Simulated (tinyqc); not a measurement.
Pariser-Parr-Pople SCF with singles CI, for the molecule C=C1C=CC=CC=C1O (SMILES; centres numbered as the heavy atoms are written), step by step. Computed by tinyqc, a small Python program that keeps every step. Settings: charge = 0, gamma = Ohno, start = huckel, damping = 0.5, iteration cap = 74, excitations kept = 9. Command: `OMP_NUM_THREADS=1 python tinyqc.py 27127 27128 out.jsonl` (the two numbers bound the seeds that draw the settings). One thread of a shared host (Intel(R) Xeon(R) Processor @ 2.60GHz), about 0.02 s of CPU time with the checks.

Centres (angstrom, eV; a flat drawing with bonds scaled to 1.40 angstrom):

| centre | x | y | core charge z | W | gamma_rr |
|---|---|---|---|---|---|
| 1C | -2.112000 | -1.307000 | 1 | 11.160000 | 11.130000 |
| 2C | -0.850000 | -0.700000 | 1 | 11.160000 | 11.130000 |
| 3C | 0.244000 | -1.573000 | 1 | 11.160000 | 11.130000 |
| 4C | 1.609000 | -1.261000 | 1 | 11.160000 | 11.130000 |
| 5C | 2.217000 | 0.000000 | 1 | 11.160000 | 11.130000 |
| 6C | 1.609000 | 1.261000 | 1 | 11.160000 | 11.130000 |
| 7C | 0.244000 | 1.573000 | 1 | 11.160000 | 11.130000 |
| 8C | -0.850000 | 0.700000 | 1 | 11.160000 | 11.130000 |
| 9O | -2.112000 | 1.307000 | 2 | 33.000000 | 21.500000 |

Resonance integrals (eV):

| i | j | beta |
|---|---|---|
| 1 | 2 | -2.390000 |
| 2 | 3 | -2.390000 |
| 3 | 4 | -2.390000 |
| 4 | 5 | -2.390000 |
| 5 | 6 | -2.390000 |
| 6 | 7 | -2.390000 |
| 7 | 8 | -2.390000 |
| 8 | 9 | -2.240000 |
| 8 | 2 | -2.390000 |

Stop when output and input P, before any damping, agree to 1e-7.

Course of the cycle:

| iteration | E (eV) | largest \|P(out) - P(in)\| |
|---|---|---|
| 1 | -147.32756943 | 4.71e-01 |
| 2 | -148.68649662 | 2.53e-01 |
| 3 | -149.40967931 | 1.41e-01 |
| 4 | -149.80807516 | 8.15e-02 |
| 5 | -150.03114650 | 4.88e-02 |
| 6 | -150.15745090 | 3.24e-02 |
| 7 | -150.22977117 | 2.52e-02 |
| 8 | -150.27172146 | 1.93e-02 |
| 9 | -150.29642222 | 1.48e-02 |
| 10 | -150.31120866 | 1.22e-02 |
| 11 | -150.32021509 | 1.00e-02 |
| ... | ... | ... |
| 64 | -150.33594046 | 7.93e-07 |
| 65 | -150.33594046 | 6.68e-07 |
| 66 | -150.33594046 | 5.63e-07 |
| 67 | -150.33594046 | 4.75e-07 |
| 68 | -150.33594046 | 4.00e-07 |
| 69 | -150.33594046 | 3.38e-07 |
| 70 | -150.33594046 | 2.85e-07 |
| 71 | -150.33594046 | 2.40e-07 |
| 72 | -150.33594046 | 2.02e-07 |
| 73 | -150.33594046 | 1.71e-07 |
| 74 | -150.33594046 | 1.44e-07 |

Can the last value be used, and what does the course show?

Not by the stop rule, although the second column moves by less than 1e-07 over the last three steps. Not converged within 74 iterations: the residual falls steadily but slowly, by a factor of about 0.84 a step. Reruns (cap 100 unless said): damping 0: converged in 36 (E = -150.33594); the original settings with a cap of 400: converged in 77 (E = -150.33594).
